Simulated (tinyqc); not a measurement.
From one set of inputs to another, one input at a time: velocity overshoot from momentum and energy balance equations after a field step. Computed by tinyqc, a small Python program. Command: `OMP_NUM_THREADS=1 python tinyqc.py 3007566 3007567 out.jsonl overshoot ladder`. One thread of a shared host (Intel(R) Xeon(R) Processor @ 2.30GHz), about 0.03 s of CPU time with the checks.

At t = 0 the field jumps from 0 to F in a uniform sample. v is the drift velocity and u = w - (3/2) k_B T the excess energy per carrier.

The inputs printed are set A. Set A is modelled on holes in silicon except for tau_E; the values taken over come from a set modelled on electrons in 4H-SiC except for tau_E. Inputs not listed in the table keep their values of set A, so the rows need not describe a real material.

Inputs (values chosen for the exercise, modelled on holes in silicon except for tau_E):
```
quantity,value,unit
effective mass m,0.4,m_0
low-field mobility mu_0,480,cm^2/(V s)
saturation velocity v_s,0.79,1e7 cm/s
energy relaxation time tau_E,0.43,ps
field after the step F,50,kV/cm
lattice temperature T,300,K
time step dt,4.7,fs
```

Scheme: explicit Euler.

Constants: m_0 = 9.1093837015e-31 kg; e = 1.602176634e-19 C; k_B = 8.617333262e-05 eV/K.

Method:
- dv/dt = e F/m - v/tau_m(u), du/dt = e F v - u/tau_E, tau_m(u) = tau_0/(1 + c u), tau_0 = m mu_0/e, c = mu_0/(e tau_E v_s^2); this choice gives the steady state v (1 + mu_0 F v/v_s^2) = mu_0 F, which saturates at v_s. Steady velocity v = 2 mu_0 F/(1 + sqrt(1 + 4 (mu_0 F/v_s)^2)); u = e F v tau_E; carrier temperature T + 2u/(3 k_B), neglecting the drift energy m v^2/2.
- Step: v_new = v + dt (e F/m - v/tau_m(u)), u_new = u + dt (e F v - u/tau_E). Start v = u = 0; the distance adds dt (v + v_new)/2.
- Run to 8 times the larger of tau_E and tau_0, but at most 20001 steps, and stop early if |v| > 1000 v_s or u < -1/(2c); the run is accepted if the last v is within 0.5 % of the steady value.

Each row keeps all changes above it:
```
input moved,from,to,peak velocity (1e7 cm/s),peak over steady velocity,steady carrier temperature (K)
set A,-,-,1.3105,1.9542,1415.4
effective mass m (m_0),0.4,0.34,1.3563,2.0225,1415.4
low-field mobility mu_0 (cm^2/(V s)),480,950,1.6626,2.2868,1509.3
saturation velocity v_s (1e7 cm/s),0.79,1.9,2.5286,1.6234,2890.8
energy relaxation time tau_E (ps),0.43,0.36,2.4445,1.5694,2469.1
field after the step F (kV/cm),50,71,2.9488,1.7859,3565.0
```

Peak velocity goes from 1.31 to 2.95, a factor 2.25 in all. The largest single move comes from saturation velocity v_s (a factor 1.52). Peak over steady velocity goes from 1.95 to 1.79, a factor 0.914 in all. The largest single move comes from saturation velocity v_s (a factor 0.710), and field after the step F works against it (a factor 1.14). Steady carrier temperature goes from 1420 to 3560, a factor 2.52 in all. The largest single move comes from saturation velocity v_s (a factor 1.92), and energy relaxation time tau_E works against it (a factor 0.854). The single moves hold for this order of the switches; the total does not depend on the order.

Extremes, crossings and ranges named in words are read from the listed rows.
